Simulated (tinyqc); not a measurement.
Inside a calculation. Model: square on-chip spiral inductor, lumped pi model.

tinyqc, about 0.01 s, one thread, Intel Xeon 2.30GHz (shared host): `OMP_NUM_THREADS=1 python tinyqc.py 2302106 2302107 out.jsonl` Printed values are rounded.

Outer diameter do = di + 2 n wd + 2 (n - 1) sp, mean da = (do + di)/2, fill p = (do - di)/(do + di), length l = 4 n da. L = 2.34 mu0 n^2 da/(1 + 2.75 p), mu0 = 4 pi 1e-7 H/m. Rs = rho l/(wd delta (1 - exp(-th/delta))), delta = sqrt(rho/(pi f mu0)). Cs = n wd^2 eps0 eo/hu across the coil. At each end Cox = l wd eps0 eo/(2 ho) leads to the substrate branch Rsi = 2 rs he/(l wd) in parallel with Csi = l wd eps0 11.7/(2 he). With one end grounded Y = 1/(Rs + i w L) + i w Cs + 1/[1/(i w Cox) + 1/(1/Rsi + i w Csi)], w = 2 pi f; Q = -Im Y/Re Y. Eddy currents in neighbouring turns and in the substrate are left out.

Parameters, values chosen for the exercise; values of the order met in silicon radio-frequency processes: number of turns n = 5.5; line width wd = 6 um; space between turns sp = 1.5 um; inner diameter di = 100 um; metal thickness th = 0.9 um; metal resistivity rho = 1.9 uohm cm; oxide below the coil ho = 8.6 um; oxide between coil and underpass hu = 0.9 um; relative permittivity of the oxide eo = 3.9; substrate resistivity rs = 100 ohm cm; effective spreading depth in the substrate he = 50 um; frequency f = 9.8 GHz.

Constants: eps0 = 8.8541878128e-12 F/m. Results are converted to the units shown.

## Geometry and model elements

do, l, L, delta, Rs, Cs, Cox, Rsi and Csi as defined.

do = 179.5 um
l = 3074.500 um
L = 6.975035 nH
delta = 0.7007835 um
Rs = 19.21167 ohm
Cs = 7.596893 fF
Cox = 37.03485 fF
Rsi = 5420.936 ohm
Csi = 19.10998 fF

Rs is 1.78 times the direct-current value in this empirical form, which overstates the skin effect of a flat slab when delta is near th and so stands in for some current crowding.

## Admittance, quality factor and apparent inductance

Series branch 1/(Rs + i w L), substrate branch, total Y, Q = -Im Y/Re Y, apparent inductance Im(1/Y)/w, metal-only value w L/Rs, share of the loss in the substrate Re(substrate branch)/Re Y.

series branch = 0.103942-2.323697i mS
substrate branch = 0.0800373+0.7804590i mS
Y = 0.183980-1.075458i mS
Q = 5.845528
apparent inductance = 14.67146 nH
w L/Rs = 22.35565
share of the loss in the substrate = 43.50337 %

Q is 26.1 % of the metal-only value.
